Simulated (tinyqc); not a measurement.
# Interdiffusion of a quantum well during annealing: blurred potential and shift of the confined levels, step by step

A worked calculation. Computed by tinyqc, a small Python program that keeps every step. Command: `OMP_NUM_THREADS=1 python tinyqc.py 3024138 3024139 out.jsonl qwi walk`. One thread of a shared host (Intel(R) Xeon(R) Processor @ 2.30GHz), about 0.06 s of CPU time with the checks. Intermediate numbers are printed to about 6 digits and carried at full precision; extremes and crossings named in words are read from the listed rows.

A square well of width w is blurred by Fick diffusion with a constant coefficient; band offsets are linear in composition, masses are uniform, and strain and excitons are ignored.

Inputs (values chosen for the exercise, modelled on InGaAs in GaAs):
```
quantity                value    unit
well width w               10      nm
electron mass m_e      0.0559     m_0
hole mass m_h           0.362     m_0
conduction offset V_c   0.092      eV
valence offset V_v      0.064      eV
prefactor D0             0.15  cm^2/s
activation energy E      3.34      eV
anneal temperature T      760       C
anneal time t             460       s
```

Constants: k_B = 8.617333262e-05 eV/K; hbar^2/(2 m_0) = 3.80998212 eV angstrom^2.

## Diffusion length

D = D0 exp(-E/(k_B T)); L = sqrt(D t); share of well material at the centre erf(w/(4L)); 1 nm = 1e-7 cm. Temperatures in kelvin are T(C) + 273.15.

diffusivity D = 7.64429e-18 cm^2/s

diffusion length L = 0.592990 nm

ratio L/w = 0.0592990

share at the centre = 1.000000

## Levels before the anneal

Square well, ground state: take the lowest root of k tan(k w/2) = kappa, k^2 = E/c, kappa^2 = (V - E)/c, c = hbar^2/(2m) with hbar^2/(2 m_0) in eV angstrom^2.

electron level before the anneal = 27.1031 meV

hole level before the anneal = 6.53202 meV

Caution: the well mass is used in the barriers too; a heavier barrier mass would lower these levels.

## Levels after the anneal

With L = sqrt(D t) and the share at the centre erf(w/(4L)). After the anneal: V(z) = V {1 - (1/2)[erf((w/2 - z)/(2L)) + erf((w/2 + z)/(2L))]}, energies counted from the original well bottom. Finite differences on 3000 points over |z| < w/2 + 6L + 25 nm; shifts are taken against the same grid with cell-averaged square steps. Rise of the bottom = V (1 - share at the centre). Overlap = |<electron|hole>|^2.

shift of the electron level = 1.263 meV

shift of the hole level = 0.895 meV

blue shift of the transition = 2.158 meV

rise of the gap at the centre = 3.88440e-07 meV

overlap = 0.9337

The centre is still intact, so the shift comes from rounded edges that narrow the lower part of the well.

## Shift against diffusion length

First-order estimate for small L: the shift is 2 L^2 V |d(psi^2)/dz| at an edge, with psi the normalised square-well state: psi^2 = cos^2(k z)/(w/2 + 1/kappa) inside, so |d(psi^2)/dz| = k sin(k w)/(w/2 + 1/kappa).

Shifts (meV):
```
L/w   L (nm)  share at the centre  electron    hole     sum  first-order sum
0.02     0.2                    1     0.155   0.112   0.268         0.283934
0.04     0.4                    1     0.596   0.424    1.02          1.13574
0.07     0.7             1.000000     1.726   1.228   2.955          3.47819
0.1        1             0.999593     3.345   2.442   5.787          7.09835
0.15     1.5             0.981578     6.892   5.413  12.305          15.9713
0.2        2             0.922900     11.06   9.311  20.371          28.3934
0.3        3             0.761407     19.34  17.497  36.837          63.8852
0.45     4.5             0.567942    28.984  26.916    55.9          143.742
0.7        7             0.386495     38.79  36.039  74.829          347.819
1         10             0.276326    45.303    41.8  87.103          709.835
```

The sum grows as L^1.93 between the first rows (L^2, linear in time, in first order) and as L^0.43 between the last, as it bends towards the limit V_c + V_v less the original levels, 122.4 meV. The first-order form is off by +6 % in the first row and +23 % at L/w = 0.1; it needs L well below the decay length 1/kappa. At L/w = 0.2 the hole level has moved by the larger share of its offset (14.5 % for the hole, 12.0 % for the electron).

Checks made by the program: finite differences against the square-well equation (relative difference 3e-06).
